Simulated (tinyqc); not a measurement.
Inside a calculation. Method: UHF in the sto-6g basis, for H3, spin multiplicity 2. One step of it, computed by the program tinyqc.

Problem. Orthogonalisation. S = U s U^T; symmetric (Loewdin) form X = U s^(-1/2) U^T, so that X^T S X = 1.

overlap S:
```
          1H 1s     2H 1s     3H 1s
1H 1s  1.000000  0.608482  0.608482
2H 1s  0.608482  1.000000  0.209911
3H 1s  0.608482  0.209911  1.000000
```

Give: eigenvalues of S; X.

Solution.

eigenvalues of S: 0.2381  0.7901  1.9719

X:
```
         1H 1s    2H 1s    3H 1s
1H 1s   1.4618  -0.4694  -0.4694
2H 1s  -0.4694   1.2125   0.0874
3H 1s  -0.4694   0.0874   1.2125
```
